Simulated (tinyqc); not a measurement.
Gate sheet resistance from two finger widths.

Problem. At low frequency R = Rsh Wf/(3 L) + B/Wf, where B collects the channel and vertical terms. Find Rsh, B and the width of lowest R.

Parameters, values chosen for the exercise:
- L = 1.1 um (channel length)

input resistance of single fingers, contacted at one end, of width 1.6 and 11 um (ohm): [126.56061, 113.03030]

Answer. R Wf is a straight line in Wf^2; the minimum of R lies where both terms are equal.

Rsh = 29.0 ohm/square
B = 180 ohm um
width of lowest R = 4.53 um

Program tinyqc, `OMP_NUM_THREADS=1 python tinyqc.py 2262238 2262239 out.jsonl`; Intel Xeon 2.30GHz, shared host, one thread, about 0.01 s.
